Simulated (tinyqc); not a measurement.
Capture against temperature: configuration-coordinate model of carrier capture at a defect.

Two parabolas of equal curvature k in one coordinate Q: with the carrier free at the band edge, U_f = k Q^2/2; with the carrier trapped, U_t = k (Q - dQ)^2/2 - ET. ER = k dQ^2/2, Huang-Rhys factor S = ER/hw, hw = 0.0646541 sqrt(k/M) eV for k in eV/angstrom^2 and M in u. The curves cross at a height Eb = (ER - ET)^2/(4 ER) above the free minimum.

Multiphonon factor for giving p = ET/hw phonons to the lattice: W = exp(-S (2 nb + 1)) ((nb + 1)/nb)^(p/2) I_p(x), nb = 1/(exp(hw/kT) - 1), x = 2 S sqrt(nb (nb + 1)), I_p the modified Bessel function. Classical limit: W = hw exp(-Eb/kT)/sqrt(4 pi ER kT). At T = 0: exp(-S) S^p/Gamma(p + 1).

Constants: kB = 8.617333262e-05 eV/K.

Parameters, chosen for this exercise (out of a larger set: of the size met at an oxide trap near a Si / SiO2 interface; not measured data):
- ET = 0.51 eV (thermal depth of the level below the band edge)
- ER = 1.46 eV (relaxation energy)
- hw = 0.048 eV (phonon energy of the mode)

The local activation energy is -d ln W/d(1/kT), by central differences with T changed by 1 %.

Against T:
```
T (K)  kT/hw  log10 W  log10 W, classical  activation energy (eV)
40     0.072   -4.658             -20.190                  0.0000
60     0.108   -4.657             -13.788                  0.0001
120    0.215   -4.540              -7.448                  0.0124
160    0.287   -4.315              -5.888                  0.0334
220    0.395   -3.903              -4.630                  0.0642
300    0.539   -3.432              -3.753                  0.0900
400    0.718   -3.021              -3.166                  0.1052
550    0.987   -2.645              -2.704                  0.1126
```

Give the missing row, T (K) = 80, kT/hw = 0.144.

Computed row:
```
T (K)  kT/hw  log10 W  log10 W, classical  activation energy (eV)
80     0.144   -4.646             -10.605                  0.0013
```

log10 W at T = 0 = -4.658
Eb = 0.1545 eV

At 40 K log10 W is -4.66, against -4.66 at T = 0 and -20.2 classically; at 550 K the two forms differ by +0.06. The activation energy read from an Arrhenius plot goes from 0.000 eV at 40 K to 0.113 at 550 K, with its largest value 0.113 at 550 K, against Eb = 0.155 eV; the classical form itself gives Eb - kT/2. A measured slope therefore understates the barrier.

Computed by tinyqc, a small Python program: `OMP_NUM_THREADS=1 python tinyqc.py 1450028 1450029 out.jsonl` (the numbers bound the seed that draws the inputs); one thread of a shared host (Intel(R) Xeon(R) Processor @ 2.30GHz), about 0.01 s for the whole set of steps.
